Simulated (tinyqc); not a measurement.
Worked calculation: Pariser-Parr-Pople SCF with singles CI, for the molecule Fc1ccc2ccoc2c1 (SMILES; centres numbered as the heavy atoms are written). One step of it, computed by the program tinyqc.

Task: Iteration 3: orbitals and new P. Diagonalise F (the basis is taken as orthonormal) and form P = 2 sum c c over the lowest orbitals; 0.3 of the old P is kept.

F (eV), lower triangle:
```
             1F         2C         3C         4C         5C         6C         7C          8O
1F   -17.964101
2C    -3.304784  -5.356457
3C     0.371138  -4.556347  -5.565345
4C     0.062826  -0.028677  -5.175588  -4.992655
5C    -0.149116   0.595030   0.095720  -4.461353  -5.376010
6C     0.006683  -0.042020   0.239835   0.020606  -4.304338  -5.375453
7C     0.064864  -0.229952  -0.071027   0.315340   0.217076  -5.356284  -6.555240
8O    -0.058046   0.192016  -0.165814  -0.108454   0.529825   0.856094  -4.261606  -12.501654
9C     0.006201   0.076586   0.614526  -0.118613  -4.533419   0.231381   0.772559   -4.149111
10C    0.523566  -5.010496   0.002636   0.795427   0.050467  -0.139528   0.056197    0.399286

            9C        10C
9C   -6.271233
10C  -4.516584  -5.795768
```

pi electrons, sum of z_r less the charge = 12

P after iteration 2, lower triangle:
```
            1F         2C         3C         4C         5C         6C         7C         8O
1F    1.914734
2C    0.277166   0.966464
3C   -0.133052   0.573407   1.074970
4C   -0.033230   0.010946   0.737499   0.953639
5C    0.088898  -0.254920  -0.036544   0.548621   1.051457
6C   -0.005242   0.025537  -0.133140  -0.008206   0.506878   1.072627
7C   -0.054265   0.153608   0.047446  -0.169467  -0.078635   0.785237   1.128692
8O    0.040481  -0.103566   0.098378   0.055688  -0.178858  -0.289001   0.464484   1.641897
9C   -0.003280  -0.029239  -0.263253   0.045280   0.567338  -0.083825  -0.279853   0.438858
10C  -0.187678   0.693864  -0.001006  -0.340812  -0.019267   0.073957  -0.030200  -0.150103

           9C       10C
9C   1.073702
10C  0.563228  1.121820
```

Give: orbital energies; P after iteration 3.

Result:

orbital energies (eV): -18.8940  -16.7026  -13.6721  -12.1163  -10.6788  -9.7878  -0.3190  0.5340  1.9021  3.9807

P after iteration 3, lower triangle:
```
          1F       2C       3C       4C       5C       6C       7C       8O
1F    1.9441
2C    0.2313   0.9606
3C   -0.1164   0.5813   1.0662
4C   -0.0227   0.0111   0.7364   0.9571
5C    0.0732  -0.2640  -0.0316   0.5509   1.0484
6C   -0.0027   0.0218  -0.1269  -0.0060   0.4942   1.0603
7C   -0.0441   0.1555   0.0394  -0.1692  -0.0693   0.8021   1.1163
8O    0.0298  -0.0992   0.0986   0.0554  -0.1802  -0.2815   0.4436   1.6802
9C   -0.0033  -0.0232  -0.2687   0.0388   0.5786  -0.0755  -0.2855   0.4221
10C  -0.1578   0.7056  -0.0044  -0.3435  -0.0125   0.0701  -0.0279  -0.1456

         9C     10C
9C   1.0655
10C  0.5652  1.1013
```
